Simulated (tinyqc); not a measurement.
Hole subbands of a hard-walled well, four-band Luttinger model: one step. Levels and mixing. Five cases, with inputs chosen for the exercise.

Question. Diagonalise; give the four lowest hole energies and the weight of the heavy component (the first half of the basis) in each.

Case 1.

H(k) (meV):
```
         h1        h2        h3        l1        l2        l3
h1  64.6883         0         0   29.3552   51.3974         0
h2        0  148.2591         0  -51.3974   29.3552   92.5154
h3        0         0  287.5437         0  -92.5154   29.3552
l1  29.3552  -51.3974         0  164.6955         0         0
l2  51.3974   29.3552  -92.5154         0  279.5765         0
l3        0   92.5154   29.3552         0         0  471.0449
```

Case 2.

H(k) (meV):
```
         h1        h2        h3         h4        l1        l2         l3        l4
h1  23.0255         0         0          0   22.1482   42.5157          0   17.0063
h2        0   52.4100         0          0  -42.5157   22.1482    76.5282         0
h3        0         0  101.3842          0         0  -76.5282    22.1482  109.3261
h4        0         0         0   169.9481  -17.0063         0  -109.3261   22.1482
l1  22.1482  -42.5157         0   -17.0063  105.9586         0          0         0
l2  42.5157   22.1482  -76.5282          0         0  271.0750          0         0
l3        0   76.5282   22.1482  -109.3261         0         0   546.2689         0
l4  17.0063         0  109.3261    22.1482         0         0          0  931.5404
```

Case 3.

H(k) (meV):
```
         h1        h2        h3        l1        l2        l3
h1  14.1849         0         0    4.4043   12.3338         0
h2        0   29.7782         0  -12.3338    4.4043   22.2009
h3        0         0   55.7669         0  -22.2009    4.4043
l1   4.4043  -12.3338         0   27.3151         0         0
l2  12.3338    4.4043  -22.2009         0   95.1568         0
l3        0   22.2009    4.4043         0         0  208.2262
```

Case 4.

H(k) (meV):
```
          h1         h2         h3         l1         l2         l3
h1   58.3357          0          0    26.2633   104.8174          0
h2         0   207.5047          0  -104.8174    26.2633   188.6714
h3         0          0   456.1197          0  -188.6714    26.2633
l1   26.2633  -104.8174          0   349.6865          0          0
l2  104.8174    26.2633  -188.6714          0  1196.9663          0
l3         0   188.6714    26.2633          0          0  2609.0994
```

Case 5.

H(k) (meV):
```
          h1        h2        h3        h4        l1        l2        l3        l4
h1  -18.7437         0         0         0   19.1882   24.7218         0    9.8887
h2         0   -4.2959         0         0  -24.7218   19.1882   44.4992         0
h3         0         0   19.7839         0         0  -44.4992   19.1882   63.5703
h4         0         0         0   53.4956   -9.8887         0  -63.5703   19.1882
l1   19.1882  -24.7218         0   -9.8887  105.1090         0         0         0
l2   24.7218   19.1882  -44.4992         0         0  170.2282         0         0
l3         0   44.4992   19.1882  -63.5703         0         0  278.7602         0
l4    9.8887         0   63.5703   19.1882         0         0         0  430.7051
```

Give: levels; heavy weight.

Answer.

Case 1.

levels (meV): 43.84  88.53  200.65  201.61

heavy weight: 0.879  0.689  0.586  0.274

The most mixed of the four is number 3, with 59 % heavy character. Against 60 sines these levels lie 0.4, 1.7, 21.4 and 7.5 meV too high: the small basis is not converged.

Case 2.

levels (meV): 7.05  20.31  62.49  112.74

heavy weight: 0.864  0.859  0.905  0.448

The most mixed of the four is number 4, with 45 % heavy character. Against 60 sines these levels lie 0.2, 0.5, 1.4 and 6.4 meV too high: the small basis lacks the higher sines, which carry the upper levels.

Case 3.

levels (meV): 10.22  16.14  39.77  46.49

heavy weight: 0.811  0.665  0.476  0.858

The most mixed of the four is number 3, with 48 % heavy character. Against 60 sines these levels lie 0.1, 0.1, 1.0 and 3.0 meV too high: the small basis lacks the higher sines, which carry the upper levels.

Case 4.

levels (meV): 45.37  140.89  403.46  412.24

heavy weight: 0.980  0.804  0.199  0.950

The most mixed of the four is number 3, with 20 % heavy character. Against 60 sines these levels lie 0.4, 0.9, 9.5 and 15.8 meV too high: the small basis lacks the higher sines, which carry the upper levels.

Case 5.

levels (meV): -25.71  -18.85  -1.33  35.89

heavy weight: 0.952  0.929  0.929  0.920

The most mixed of the four is number 4, with 92 % heavy character. Against 60 sines these levels lie 0.1, 0.3, 1.4 and 12.3 meV too high: the small basis lacks the higher sines, which carry the upper levels.

Computed by tinyqc, one run a case: `OMP_NUM_THREADS=1 python tinyqc.py N N+1 out.jsonl` with N = 1250516, 1250543, 1250662, 1250710, 1250829; one thread of a shared Intel(R) Xeon(R) Processor @ 2.30GHz, about 0.5 s a run at most.
